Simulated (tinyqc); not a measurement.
# Short-channel transistor, virtual-source model with series resistance: what changes with what

The current per gate width is the charge at the top of the source barrier (the virtual source) times its velocity times a saturation function; al and be are fitting constants of the model. Units: I in uA/um, Rs in ohm um, so I Rs = 1e-6 I Rs in volts; Q in uC/cm^2, so I = 1e-4 Q vx0 Fsat with vx0 in cm/s.

Inputs (values chosen for the exercise):

| symbol | value | unit | meaning |
|---|---|---|---|
| T | 350 | K | temperature |
| Cinv | 1.99 | uF/cm^2 | inversion capacitance |
| vx0 | 6.21e6 | cm/s | velocity at the virtual source |
| mu | 150 | cm^2/(V s) | apparent mobility |
| L | 16 | nm | channel length |
| VT0 | 0.286 | V | threshold at zero drain voltage |
| dl | 0.045 | V/V | drain-induced barrier lowering |
| n0 | 1.14 |  | subthreshold factor |
| nd | 0.05 | 1/V | growth of n with drain voltage |
| al | 3.5 |  | threshold shift (in units of Vt) from weak to strong inversion |
| be | 1.6 |  | sharpness of saturation |
| Rs | 90 | ohm um | series resistance of each contact |

Constants: q = 1.602176634e-19 C, kB = 1.380649e-23 J/K, Vt = kB T/q. Results are converted to the units shown.

Each table varies one quantity; the others keep the values above.

## Effect of the apparent mobility on the on and off currents

Intrinsic voltages Vg' = Vgs - I Rs, Vd' = Vds - 2 I Rs. n = n0 + nd Vd', VT = VT0 - dl Vd', Ff = 1/(1 + exp((Vg' - VT + al Vt/2)/(al Vt))), Q = Cinv n Vt ln(1 + exp((Vg' - VT + al Vt Ff)/(n Vt))), Vdsat = (vx0 L/mu)(1 - Ff) + Vt Ff, Fsat = u/(1 + u^be)^(1/be) with u = Vd'/Vdsat, and I = Q vx0 Fsat per width. I is solved self-consistently. Ion is I at Vgs = Vds = 0.5 V, Ioff at Vgs = 0, Vds = 0.5 V, and Rlin = Vds/I at Vgs = 0.5 V, Vds = 0.05 V.

Results:
```
mu (cm^2/(V s))  Ion (uA/um)  Ioff (nA/um)  log10(Ion/Ioff)  Rlin (ohm um)
50                     239.0         331.7            2.858          903.4
85                     255.0         333.2            2.884          632.5
240                    266.5         334.4            2.901          379.2
410                    268.2         334.6            2.904          318.4
700                    269.0         334.8            2.905          280.7
1200                   269.3         334.9            2.905          256.8
2000                   269.5         334.9            2.906          242.3
```

Estimate the missing row, mu = 140 cm^2/(V s).

Computed row:
```
mu (cm^2/(V s))  Ion (uA/um)  Ioff (nA/um)  log10(Ion/Ioff)  Rlin (ohm um)
140                    262.6         333.9            2.896          479.6
```

With this row back in the table: As mu goes from 50 to 2000 cm^2/(V s), Ion rises from 239 to 269 uA/um, Ioff rises from 332 to 335 nA/um and Rlin falls from 903 to 242 ohm um. Ion changes by a factor of 1.13 and Ioff by 1.01. Below threshold Vdsat is near Vt, so L and mu hardly reach the off current.

## Transfer curves at low and high drain voltage

Same model as above.

Columns for Vds = 0.05 V and 0.5 V; gm = dI/dVgs at 0.5 V.

Transfer curves at low and high drain voltage:
```
Vgs (V)  I, low Vds (uA/um)  I, high Vds (uA/um)  gm (uS/um)
0                    0.1355               0.3340       8.460
0.06                 0.6137                1.451       34.13
0.12                  2.444                5.523       115.2
0.19                  9.645                20.53       337.0
0.25                  23.61                48.25       584.6
0.31                  43.78                89.41       773.4
0.38                  69.28                148.4       899.8
0.44                  89.65                204.4       961.1
0.5                   107.8                263.3       999.2
```

At Vds = 0.5 V the current spans 2.9 decades, from 0.334 to 263 uA/um. Between the first two rows the swing is 94.0 mV a decade, against n Vt ln 10 = 80.9. At Vgs = 0 the higher drain voltage raises the current by a factor of 2.46, at Vgs = 0.5 V by 2.44. The transconductance rises from 8.46 to 999 uS/um; Cinv vx0, its value in strong inversion and saturation without series resistance, is 1240 uS/um.

## Effect of the velocity at the virtual source on the on and off currents

Same model as above.

Result of one run:
```
vx0 (cm/s)  Ion (uA/um)  Ioff (nA/um)  log10(Ion/Ioff)  Rlin (ohm um)
7.1e6             295.1         381.7            2.888          454.0
```

What becomes of these results when the velocity at the virtual source vx0 is changed from 7.1e6 to 2e7 cm/s, all else the same?

Result of the changed run:
```
vx0 (cm/s)  Ion (uA/um)  Ioff (nA/um)  log10(Ion/Ioff)  Rlin (ohm um)
2e7               621.2          1065            2.766          420.7
```

The whole series:
```
vx0 (cm/s)  Ion (uA/um)  Ioff (nA/um)  log10(Ion/Ioff)  Rlin (ohm um)
5e6               217.7         269.1            2.908          484.8
7.1e6             295.1         381.7            2.888          454.0
1e7               389.4         536.5            2.861          436.8
1.4e7             497.7         749.0            2.822          426.9
2e7               621.2          1065            2.766          420.7
2.8e7             733.2          1482            2.694          417.2
4e7               833.4          2095            2.600          415.0
```

As vx0 goes from 5e6 to 4e7 cm/s, Ion rises from 218 to 833 uA/um, Ioff rises from 269 to 2090 nA/um and Rlin falls from 485 to 415 ohm um. Ion changes by a factor of 3.83 and Ioff by 7.78. For vx0 = 2e7 to 4e7 cm/s the off current passes 1 uA/um, so the device is hardly off at Vgs = 0.

tinyqc, about 0.01 s, one thread, Intel Xeon 2.30GHz (shared host): `OMP_NUM_THREADS=1 python tinyqc.py 2380101 2380102 out.jsonl`
